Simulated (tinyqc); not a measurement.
The basis set: RHF and MP2 along a ladder of basis sets, for BeH2, spin multiplicity 1. Computed by the program tinyqc with PySCF. 

Geometry (angstrom):

| atom | x | y | z |
|---|---|---|---|
| Be | 0.0000 | 0.0000 | 0.0000 |
| H | 0.0000 | 1.2640 | 0.0000 |
| H | 0.0000 | -1.2640 | 0.0000 |

Same geometry throughout; the dipole is taken about the origin.

RHF and frozen-core MP2 in a ladder of bases:

| basis | functions | E(RHF) (hartree) | E(MP2 corr) (hartree) | HOMO (eV) | LUMO (eV) | dipole (debye) |
|---|---|---|---|---|---|---|
| sto-3g | 7 | -15.56074 | -0.02148 | -11.847 | 5.713 | 0.000 |
| 3-21g | 13 | -15.67010 | -0.02764 | -12.451 | 2.285 | 0.000 |
| 6-31g | 13 | -15.75617 | -0.02779 | -12.424 | 2.503 | 0.000 |
| 6-31g** | 24 | -15.76357 | -0.04913 | -12.355 | 2.544 | 0.000 |
| cc-pvdz | 24 | -15.76371 | -0.05099 | -12.400 | 1.964 | 0.000 |
| cc-pvtz | 58 | -15.76844 | -0.06089 | -12.461 | 1.674 | 0.000 |

From cc-pVDZ to cc-pVTZ the RHF energy falls by 4.7 mhartree and the correlation energy by 9.9. If valence correlation converges as X^-3, (27 E(T) - 8 E(D))/19 gives -0.0651 hartree, a rough estimate from such small X that usually falls short; STO-3G holds about 33 % of it. Beyond STO-3G the LUMO moves by 0.9 eV and the HOMO by 0.1 eV.
